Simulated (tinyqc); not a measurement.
Estimate of lattice thermal conductivity from elastic moduli (Slack, Klemens and Cahill formulas): one step, computed by the program tinyqc.

An isotropic solid.

Task: Conductivity of the perfect crystal. Slack, an estimate for T near or above Theta_a: kappa = A M Theta_a^3 delta n^(1/3)/(gamma^2 T) in W/(m K), with M in u, delta = V^(1/3) in angstrom, Theta_a = Theta n^(-1/3) and A = 2.43e-6/(1 - 0.514/gamma + 0.228/gamma^2).

Inputs (values chosen for the exercise, for a model crystal): volume per atom V = 26.8 angstrom^3; mean atomic mass M = 159 u; atoms per primitive cell n = 5; temperature T = 700 K.

Grueneisen parameter: from thermal expansion.

Debye temperature Theta = 194.2637 K

Grueneisen parameter gamma = 1.988868

Give: acoustic Debye temperature Theta_a; A; kappa of the perfect crystal.

Result:

acoustic Debye temperature Theta_a = 113.61 K

A = 3.0405e-06

kappa of the perfect crystal = 1.3100 W/(m K)
